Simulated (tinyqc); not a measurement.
# Bandgap voltage reference from two bipolar transistors: effect of the temperature coefficient of both resistors

Two transistors of area 1 and N carry the same current I. Is(T) = Is (T/T0)^eta exp[(Vg0 q/kB)(1/T0 - 1/T)], VBE1 = Vt ln(I/Is(T)) + I rb, VBE2 = Vt ln(I/(N Is(T))) + I rb/N. The amplifier forces I R1(T) = VBE1 - VBE2 + Vos, with R(T) = R (1 + tc (T - T0)) for both resistors, and the output is Vref = VBE1 + I R2(T). Base currents and the Early effect are neglected.

Vt = kB T/q; I = (Vt ln N + Vos)/(R1(T) - rb (1 - 1/N)). Box coefficient: span of Vref between 233 and 398 K over its average over T and over 165 K. The last column is the R2 that gives zero slope at T0.

Values chosen for this exercise; values of the order met in silicon bipolar transistors:
- T0 = 300 K (reference temperature)
- Vg0 = 1.208 V (band-gap voltage extrapolated to 0 K)
- eta = 4.3 (temperature exponent of the saturation current)
- Is = 3.6e-16 A (saturation current of the unit transistor at T0)
- N = 4 (area ratio of the second transistor)
- R1 = 4.6 kohm (resistor across which the difference of VBE falls, at T0)
- Vos = 2.2 mV (offset of the amplifier)
- rb = 0 ohm (series resistance of the unit transistor)
- R2 = 82.68 kohm (output resistor at T0)

Constants: q = 1.602176634e-19 C, kB = 1.380649e-23 J/K. Results are converted to the units shown.

Effect of the temperature coefficient of both resistors:
```
tc (ppm/K)  I at T0 (uA)  Vref at T0 (V)  slope at T0 (uV/K)  box coefficient (ppm/K)  R2 for zero slope (kohm)
-2000              8.269           1.300              -61.25                    48.75                     85.04
-1000              8.269           1.300              -87.10                    72.90                     86.03
0                  8.269           1.300              -113.0                    95.54                     87.03
1000               8.269           1.300              -138.8                    117.1                     88.02
2000               8.269           1.300              -164.7                    137.8                     89.02
3000               8.269           1.300              -190.5                    158.1                     90.02
```

As tc goes from -2000 to 3000, Vref stays at 1.300 V and the box coefficient rises from 48.8 to 158 ppm/K.

Program tinyqc, `OMP_NUM_THREADS=1 python tinyqc.py 2062109 2062110 out.jsonl`; Intel Xeon 2.30GHz, shared host, one thread, about 0.02 s.
